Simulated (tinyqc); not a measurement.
Specific resistance of a metal-semiconductor contact and its transmission-line measurement: one step, computed by the program tinyqc.

The barrier is parabolic (depletion approximation), energies E are normal energies counted from the band edge in the neutral semiconductor (downwards for holes), and the bias is zero. xi is an input, held fixed when other inputs move.

Task: Current crowding. Transmission-line model: transfer length L_T = sqrt(rho_c/R_sh); R_c = (R_sh L_T/W) coth(d/L_T). Limits: rho_c/(W d) for d << L_T, sqrt(rho_c R_sh)/W for d >> L_T.

Inputs (values chosen for the exercise, modelled on p-type silicon):
```
quantity               value        unit
temperature T            400           K
sheet resistance R_sh    170         ohm
contact length d         2.3  micrometre
contact width W            2  micrometre
```

Image-force lowering: left out.

specific contact resistance rho_c = 8.384854e-08 ohm cm^2

Give: transfer length L_T; d/L_T; contact resistance R_c; R_c W; short-contact limit; long-contact limit.

Result:

transfer length L_T = 0.22209 micrometre

d/L_T = 10.356

contact resistance R_c = 18.877 ohm

R_c W = 37.755 ohm micrometre

short-contact limit = 1.8228 ohm

long-contact limit = 18.877 ohm

The contact is long: current crowds at the front edge, and more length does not help.
